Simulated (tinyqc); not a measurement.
Surface photovoltage measurement of the minority-carrier diffusion length in a wafer. Changing the diffusion length L. Computed by tinyqc, a small Python program. Command: `OMP_NUM_THREADS=1 python tinyqc.py 3130164 3130165 out.jsonl spv sweep`. One thread of a shared host (Intel(R) Xeon(R) Processor @ 2.30GHz), about 0.02 s of CPU time with the checks.

Low injection, steady light, a depletion layer much thinner than 1/alpha and L. The excess density dn is taken at the front edge of the neutral region; light that reaches the back is lost.

Inputs (values chosen for the exercise, modelled on p-type silicon at room temperature):

| quantity | value | unit |
|---|---|---|
| wafer thickness W | 525 | micrometre |
| diffusivity D | 29.1 | cm^2/s |
| front recombination velocity S_f | 3000 | cm/s |
| back recombination velocity S_b | 55000 | cm/s |
| photon flux entering | 9e+12 | 1/(cm^2 s) |
| minority density at the surface barrier scale n_0 | 1.4e+08 | 1/cm^3 |
| temperature T | 298 | K |
| wavelength | 802 | nm |
| relative noise of each reading | 0 | % |

normal deviates g for the noise: -0.37  0.07  -0.16  1.78  -1.16  1.72  -0.80

Constants: k_B = 8.617333262e-05 eV/K.

Method:
- alpha = (84.732/lambda - 76.417)^2 per cm with lambda in micrometre (an empirical fit for silicon between 0.7 and 1.05 micrometre).
- Thick wafer: dn = Phi L/((S_f + D/L)(L + 1/alpha)). Finite wafer, with s = S_b L/D, w = W/L, a = alpha L: dn = [Phi a/(a^2 - 1)] [a - B - exp(-alpha W)(a - s)/(cosh w + s sinh w)]/(S_f + B D/L), B = (sinh w + s cosh w)/(cosh w + s sinh w).
- Photovoltage V = (k_B T/e) ln(1 + dn/n_0). Lifetime = L^2/D.
- Readings y = (Phi/dn) (1 + noise x g) at 780, 830, 880, 920, 950, 975 and 995 nm; a least-squares line y = c (1/alpha + L_app) gives L_app = intercept/slope.

One run for each value:

| diffusion length L (micrometre) | apparent length L_app (micrometre) | error of L_app (rounded to 0.001) (%) | dn, finite wafer (1/cm^3) | B |
|---|---|---|---|---|
| 8 | 8.0 | 0 | 9.282e+07 | 1.000 |
| 15 | 15.0 | 0 | 2.257e+08 | 1.000 |
| 29 | 29.0 | 0 | 4.920e+08 | 1.000 |
| 54 | 54.0 | -1.000e-03 | 8.818e+08 | 1.000 |
| 100 | 99.9 | -1.140e-01 | 1.363e+09 | 1.000 |
| 190 | 183.9 | -3.208e+00 | 1.865e+09 | 1.008 |
| 370 | 292.6 | -2.092e+01 | 2.239e+09 | 1.121 |
| 700 | 360.7 | -4.847e+01 | 2.402e+09 | 1.563 |
| 1300 | 387.4 | -7.020e+01 | 2.456e+09 | 2.586 |
| 2500 | 396.3 | -8.415e+01 | 2.474e+09 | 4.785 |

Over the rows, apparent length L_app (micrometre) rises from 8.00 to 396 (exponent d ln y / d ln x 1.0 between the first rows and 0.035 between the last); error of L_app (rounded to 0.001) (%) falls from 0 to -84.2, flat over part of the range; dn, finite wafer (1/cm^3) rises from 9.28e7 to 2.47e9 (exponent d ln y / d ln x 1.4 between the first rows and 0.011 between the last).

Extremes, crossings and ranges named in words are read from the listed rows.
